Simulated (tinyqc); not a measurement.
## Read current of a NAND string, cells in series solved by shooting: read current against the number of cells

Cells in series, numbered from 0 at the source line (0 V) to the bit line, each followed by a gap resistance Rg. A cell with gate Vg, threshold VT, source Vs and drain Vd passes I = 2 nf K Vt^2 [F(Vs) - F(Vd)]/(1 + th max(Vg - VT, 0)), F(V) = ln^2(1 + exp((Vg - VT - nf V)/(2 nf Vt))). The selected cell has Vg = Vr, the others Vg = Vp.

For a trial current I start at 0 V and, cell by cell, solve for the drain: sqrt(F(Vd)) = sqrt(F(Vs) - I/k), k = 2 nf K Vt^2/(1 + th max(Vg - VT, 0)), Vd = [Vg - VT - 2 nf Vt ln(exp(sqrt F) - 1)]/nf, then add I Rg. The string current is the I for which the last node reaches Vbl. The apparent threshold is the Vr at which I = Is. Background: all other cells erased (VT = Ve) or all in the highest state (VT = Vh); ratio and shift are high over erased and high minus erased. The selected cell is in the middle, cell n/2.

Values chosen for this exercise; values of the order met in vertical NAND strings: temperature T = 358 K; gain factor of a cell K = 21 uA/V^2; slope factor nf = 1.9; mobility reduction factor th = 0.19 1/V; resistance of the gap between cells Rg = 5 kohm; bit-line voltage Vbl = 0.5 V; pass voltage Vp = 5.5 V; threshold of an erased cell Ve = -2.5 V; threshold of the highest state Vh = 4.2 V; threshold of the selected cell Vx = 2.9 V; sensing current Is = 50 nA; read voltage on the selected word line Vr = 3.81 V.

Constants: q = 1.602176634e-19 C, kB = 1.380649e-23 J/K, Vt = kB T/q. Results are converted to the units shown.

Result of one run:
columns A: n; B: I, others erased (uA); C: I, others high (uA); D: ratio; E: apparent VT, erased (V); F: apparent VT, high (V); G: background shift (mV)
```
A       B       C       D      E      F      G
16  1.107  0.3886  0.3511  2.942  2.966  24.22
```

What becomes of these results when the number of cells n is changed from 16 to 32, all else the same?

Result of the changed run:
columns A: n; B: I, others erased (uA); C: I, others high (uA); D: ratio; E: apparent VT, erased (V); F: apparent VT, high (V); G: background shift (mV)
```
A        B       C       D      E      F      G
32  0.6373  0.1977  0.3103  2.958  3.007  49.56
```

The whole series:
columns A: n; B: I, others erased (uA); C: I, others high (uA); D: ratio; E: apparent VT, erased (V); F: apparent VT, high (V); G: background shift (mV)
```
A         B        C       D      E      F      G
8     1.737   0.7485  0.4309  2.934  2.946  11.98
16    1.107   0.3886  0.3511  2.942  2.966  24.22
32   0.6373   0.1977  0.3103  2.958  3.007  49.56
64   0.3440  0.09971  0.2899  2.989  3.093  104.2
96   0.2355  0.06666  0.2831  3.020  3.189  169.1
128  0.1790  0.05007  0.2797  3.051  3.751  699.9
```

With erased neighbours the current falls from 1.74 to 0.179 uA, as n^(-0.65) between the first two rows and n^(-0.95) between the last two (-1 once the series resistance rules). The ratio falls from 0.431 to 0.280 and the background shift rises from 12.0 to 700 mV.

Numbers from tinyqc (`OMP_NUM_THREADS=1 python tinyqc.py 2142135 2142136 out.jsonl`; about 0.7 s on one thread of a shared Intel Xeon 2.30GHz).
